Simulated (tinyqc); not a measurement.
# Rapid thermal processing of a wafer: radiative balance, ramp and cooling, pattern effects, pyrometer error and spike budget, step by step

A worked calculation. Computed by tinyqc, a small Python program that keeps every step. Command: `OMP_NUM_THREADS=1 python tinyqc.py 3113218 3113219 out.jsonl rtp walk`. One thread of a shared host (Intel(R) Xeon(R) Processor @ 2.30GHz), about 0.04 s of CPU time with the checks. Intermediate numbers are printed to about 6 digits and carried at full precision; extremes and crossings named in words are read from the listed rows.

The wafer is opaque and uniform through its thickness unless said otherwise; temperatures in formulas are in kelvin (C + 273.15). sigma = 5.670374419e-12 W/(cm^2 K^4).

Inputs (values chosen for the exercise, modelled on a hot silicon wafer):
```
quantity,value,unit
wafer thickness d,625,micrometre
heat capacity per volume C,2.05,J/(cm^3 K)
thermal conductivity k,0.25,W/(cm K)
emissivity eps of each face,0.61,-
reflectivity of the chamber walls r,0.13,-
"gas heat-transfer coefficient h, both faces together",0.71,mW/(cm^2 K)
wall temperature T_w,700,K
process temperature,976,C
starting temperature,400,C
ramp rate,340,K/s
relative change of absorptivity over a pattern,10,%
period of the pattern,0.52,mm
pyrometer wavelength,3.8,micrometre
error of the assumed emissivity,4.3,%
activation energy of the process E_a,2,eV
```

Constants: k_B = 8.617333262e-05 eV/K; h = 6.62607015e-34 J s; c = 299792458 m/s; k_B = 1.380649e-23 J/K.

## Power to hold and to ramp

Effective emissivity between parallel grey plates: eps_eff = 1/(1/eps + 1/(1 - r) - 1). Loss per area q(T) = 2 eps_eff sigma (T^4 - T_w^4) + h (T - T_w). Absorbed power during a ramp = q(T) + C d x ramp rate; thermal time constant tau = C d/(dq/dT), dq/dT = 8 eps_eff sigma T^3 + h; natural cooling rate q/(C d); front-to-back difference under one-sided heating at the end of the ramp = (absorbed power) d/(2 k).

eps_eff = 0.559044

holding power q = 14.3041 W/cm^2

power at the end of the ramp = 57.8666 W/cm^2

dq/dT = 50.1401 mW/(cm^2 K)

time constant tau = 2.55534 s

natural cooling rate = 111.641 K/s

front-to-back difference = 7.23332 K

Radiation carries 97 % of the loss. The ramp needs 4.0 times the holding power.

## Cooling curve

Cooling with the lamps off: C d dT/dt = -q(T), integrated adaptively (relative tolerance 1e-10).

Lamps off at t = 0:
```
t (s),T (C),cooling rate (K/s)
0.26,948.371,101.178
0.51,924.179,92.572
1.00,882.329,78.850
1.80,826.158,62.598
2.60,780.902,51.162
3.80,727.108,39.317
6.40,646.161,24.677
10.00,577.212,14.827
```

The rate falls from 112 K/s at t = 0 to 14.8 K/s in the last row.

## Thermal budget of a spike

Spike anneal: linear ramp to the peak, then lamps off. Equivalent time at the peak = int exp(-(E_a/k_B)(1/T - 1/T_peak)) dt; estimate (k_B T^2/E_a)(1/ramp rate + 1/cooling rate). The ramp part uses 4000 trapezoid steps, the cooling part 4000 steps over 4 tau. Time within 50 K of the peak from the same curves.

equivalent time, ramp = 0.179303 s

equivalent time, cooling = 0.690371 s

equivalent time, total = 0.869674 s

estimate = 0.799948 s

time within 50 K of the peak = 0.637451 s

Cooling supplies 79 % of the budget.

## What a faster ramp buys

The formulas are those given above.

Against the ramp rate:
```
ramp (K/s),ramp part (s),cooling part (s),total (s),power at the peak (W/cm^2)
10,6.09630,0.690371,6.78667,15.585
25,2.43852,0.690371,3.12889,17.507
50,1.21926,0.690371,1.90963,20.710
100,0.60963,0.690371,1.30000,27.117
250,0.24385,0.690371,0.93422,46.335
500,0.12193,0.690371,0.81230,78.367
1000,0.06096,0.690371,0.75133,142.429
```

From 10 to 100 K/s the total falls by a factor 5.2, from 100 to 1000 K/s by 1.73: the cooling part, 0.690 s, is a floor, and the natural cooling rate here is 112 K/s.

## Pattern effect

At steady state a sinusoidal change of absorbed power of relative amplitude a and period p gives the temperature amplitude a q/(dq/dT + k d (2 pi/p)^2); healing length l = sqrt(k d/(dq/dT)); process change = E_a dT/(k_B T^2). Emissivity is taken as unchanged.

healing length l = 5.58236 mm

amplitude without lateral conduction = 28.5282 K

amplitude = 0.00626889 K

change of the process rate = 0.00932435 %

Lateral conduction cuts the amplitude to 0.022 %, since p/(2 pi l) = 0.015.

## Pyrometer error

Signal proportional to eps/(exp(c2/(lambda T)) - 1), c2 = h c/k_B. If the assumed emissivity is too high by the given error, the reading T' solves (1 + error)/(exp(c2/(lambda T')) - 1) = 1/(exp(c2/(lambda T)) - 1). Wien estimate: T' - T = -lambda T^2 ln(1 + error)/c2. Process rates go as exp(-E_a/(k_B T)).

c2 = 14387.8 micrometre K

c2/(lambda T) = 3.03107

reading less true temperature = -16.3138 K

Wien estimate = -17.3506 K

rate at T over rate at T', less 1 = 27.8725 %

Caution: below about 600 C lightly doped silicon is partly transparent at this wavelength, so its emissivity is not yet the hot value early in the ramp.

Checks made by the program: cooling time against quadrature of C d dT/q (relative difference 5e-08).
